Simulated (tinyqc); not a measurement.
Frequency dispersion of an accumulation capacitance by border traps, distributed model: one step of the calculation.

Traps spread evenly through the insulator exchange electrons with the semiconductor by tunnelling, with tau(x) = t0 exp(2 ka x) at depth x from the interface. The admittance per area Y seen at depth x obeys dY/dx = -Y^2/(i w eps0 eox) + q Nb ln(1 + i w tau)/tau, with Y(0) = i w Cs and w = 2 pi f; the gate sees Y(tox) = G + i w C. Working variable y = Y/(i w), in uF/cm^2. Cox = eps0 eox/tox.

Problem. Scales and lumped estimate. Cox; trap-free value 1/(1/Cox + 1/Cs); response depth d = ln(1/(w t0))/(2 ka), where w tau = 1; lumped estimate: all traps within d act as C_bt = q Nb d placed at d/2, so C = 1/{1/[1/(1/Cs + d/(2 eps0 eox)) + C_bt] + (tox - d/2)/(eps0 eox)}.

Inputs (values chosen for the exercise); permittivity close to that of hafnium oxide:
- eox = 18.9 (relative permittivity of the insulator)
- tox = 7.1 nm (insulator thickness)
- Cs = 2.1 uF/cm^2 (semiconductor capacitance in accumulation)
- Nb = 5e19 cm^-3 eV^-1 (density of border traps)
- ka = 6 1/nm (decay constant of the wave function in the insulator)
- t0 = 3e-10 s (time constant of a trap at the interface)
- f = 1000 Hz (frequency)

Constants: q = 1.602176634e-19 C, eps0 = 8.8541878128e-14 F/cm where lengths are in cm. Results are converted to the units shown.

Give: Cox; trap-free C; d; C_bt; lumped C.

Solution.

Cox = 2.3570 uF/cm^2
trap-free C = 1.1105 uF/cm^2
d = 1.0985 nm
C_bt = 0.87997 uF/cm^2
lumped C = 1.3459 uF/cm^2

The traps within reach amount to 0.419 Cs and lie in the first 15.5 % of the insulator.

tinyqc, about 0.6 s, one thread, Intel Xeon 2.30GHz (shared host): `OMP_NUM_THREADS=1 python tinyqc.py 2202136 2202137 out.jsonl`
